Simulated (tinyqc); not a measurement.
Epitaxial growth on a vicinal surface: Burton-Cabrera-Frank step flow, step-edge barrier and island nucleation. From one set of inputs to another, one input at a time. Computed by tinyqc, a small Python program. Command: `OMP_NUM_THREADS=1 python tinyqc.py 3000082 3000083 out.jsonl stepflow ladder`. One thread of a shared host (Intel(R) Xeon(R) Processor @ 2.30GHz), about 0.02 s of CPU time with the checks.

Adatoms land at rate F, hop on a square grid (a simplification for hexagonal faces), desorb, or join steps. Lengths are in units of a and n is the adatom coverage. Steps ascend at x = 0 and descend at x = l.

The inputs printed are set A. Set A is close to those used for Si(111); the values taken over come from a set close to those used for GaN(0001). Inputs not listed in the table keep their values of set A, so the rows need not describe a real material.

Inputs (values chosen for the exercise, close to those used for Si(111)):

| quantity | value | unit |
|---|---|---|
| site spacing a | 3.84 | angstrom |
| step height h | 3.14 | angstrom |
| diffusion barrier E_d | 1.15 | eV |
| desorption energy E_a | 3.06 | eV |
| adatom formation energy E_f | 1.15 | eV |
| step-edge barrier E_s | 0.11 | eV |
| attempt frequency nu | 1 | THz |
| deposition rate F | 2.7 | layers/s |
| miscut angle | 0.1 | degrees |
| temperature T | 730 | C |
| critical nucleus size i | 3 | - |
| binding energy of the critical nucleus E_i | 0.35 | eV |

Constants: k_B = 8.617333262e-05 eV/K.

Method:
- D = nu exp(-E_d/(k_B T)) (a^2/s, nu counted per direction); tau = exp(E_a/(k_B T))/nu; x_s = sqrt(D tau); n_eq = exp(-E_f/(k_B T)); terrace width l = h/(a tan(miscut)); Schwoebel length l_s = exp(E_s/(k_B T)) - 1.
- Temperatures in kelvin are T(C) + 273.15.
- D n'' - n/tau + F = 0 with n(0) = n_eq and -l_s n'(l) = n(l) - n_eq. With u = n - F tau, A = n_eq - F tau, y = l/x_s, s = l_s/x_s: u = A cosh(x/x_s) + B sinh(x/x_s), B = A (1 - cosh y - s sinh y)/(sinh y + s cosh y). Flux into the ascending step J+ = D B/x_s, over the descending one J- = -(D/x_s)(A sinh y + B cosh y); step velocity J+ + J-; growth rate (J+ + J-)/l. For small y: J+ + J- = (F - n_eq/tau) l, J-/J+ = l/(l + 2 l_s).
- The coverage peaks where n' = 0, tanh(x/x_s) = -B/A.
- Island density on a flat surface without desorption: N = 0.25 (F/D)^(i/(i+2)) exp(E_i/((i+2) k_B T)) per site, with E_i = 0 for i = 1; spacing l_n = N^(-1/2). Step flow needs an effective width l_eff = 2 x(peak) below l_n.

Each row keeps all changes above it:

| input moved | from | to | ratio l_eff/l_n | peak coverage | J- (atoms per step site and s) |
|---|---|---|---|---|---|
| set A | - | - | 6.465 | 4.487e-02 | 6.290e+02 |
| miscut angle (degrees) | 0.1 | 0.5 | 1.320 | 1.873e-03 | 1.231e+02 |
| deposition rate F (layers/s) | 2.7 | 0.016 | 0.283 | 1.276e-05 | 7.296e-01 |
| diffusion barrier E_d (eV) | 1.15 | 1.22 | 0.361 | 2.659e-05 | 7.296e-01 |
| step-edge barrier E_s (eV) | 0.11 | 0.13 | 0.365 | 2.705e-05 | 7.226e-01 |
| desorption energy E_a (eV) | 3.06 | 2.96 | 0.365 | 2.705e-05 | 7.226e-01 |
| attempt frequency nu (THz) | 1 | 5 | 0.225 | 6.744e-06 | 7.226e-01 |
| temperature T (C) | 730 | 1010 | 0.081 | 3.064e-05 | 7.155e-01 |

Which inputs carry the difference?

Ratio l_eff/l_n goes from 6.46 to 0.0808, a factor 0.0125 in all. The largest single move comes from miscut angle (a factor 0.204), and diffusion barrier E_d works against it (a factor 1.27). Peak coverage goes from 0.0449 to 3.06e-5, a factor 6.83e-4 in all. The largest single move comes from deposition rate F (a factor 0.00681), and temperature T works against it (a factor 4.54). J- goes from 629 to 0.716, a factor 0.00114 in all. The largest single move comes from deposition rate F (a factor 0.00593). The single moves hold for this order of the switches; the total does not depend on the order.

Caution (rows set A): twice the distance from the ascending step to the coverage peak exceeds the expected island spacing [0.25 (F/D)^(i/(i+2)) exp(E_i/((i+2) k_B T))]^(-1/2) by 40 % or more, so islands nucleate and the step-flow values are formal. Caution (all rows): the prefactor 0.25 and the criterion are estimates, good to a factor of about two in length.

Extremes, crossings and ranges named in words are read from the listed rows.
